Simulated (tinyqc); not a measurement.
From results back to parameters: electrons shared among three sets of ellipsoidal valleys. Three cases, with inputs chosen for the exercise.

Problem. An ellipsoidal valley with ml > mt has m_d = (ml mt^2)^(1/3) and 1/m_c = (1/ml + 2/mt)/3.

Case 1.

m_d = 0.314638 m0
m_c = 0.189007 m0

Case 2.

m_d = 0.226622 m0
m_c = 0.114662 m0

Case 3.

m_d = 0.238365 m0
m_c = 0.149526 m0

Find: K = ml/mt; ml; mt.

Solution. m_d/m_c = K^(1/3) (2 + 1/K)/3 rises steadily for K > 1, so it fixes K; then mt = m_d/K^(1/3) and ml = K mt.

Case 1.

K = ml/mt = 14.02
ml = 1.829 m0
mt = 0.1305 m0

Case 2.

K = ml/mt = 24.53
ml = 1.913 m0
mt = 0.0780 m0

Case 3.

K = ml/mt = 12.11
ml = 1.257 m0
mt = 0.1038 m0

Computed by tinyqc, one run a case: `OMP_NUM_THREADS=1 python tinyqc.py N N+1 out.jsonl` with N = 1650621, 1650756, 1651031; one thread of a shared Intel(R) Xeon(R) Processor @ 2.30GHz, about 0.01 s a run at most.
